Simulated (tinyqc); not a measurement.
From results to parameters: diatomic chain. Computed by the program tinyqc.

Problem. A chain of two alternating masses has one spring constant k; at the zone edge omega^2 = 2k/M and 2k/m, and wavenumber = 521.4708 sqrt(omega^2) with omega^2 in eV/(angstrom^2 u). Find k, the heavier mass and the optical wavenumber at q = 0.

wavenumbers at the zone edge (cm^-1): 317.257459  668.511337
lighter mass = 35.900000 u

Solution. The upper value gives k = m omega^2/2, the ratio of the squares gives M/m, and at q = 0 omega^2 = 2k (1/m + 1/M), the sum of the two.

k = 29.500 eV/angstrom^2
heavier mass = 159.400 u
optical wavenumber at q = 0 = 739.973 cm^-1
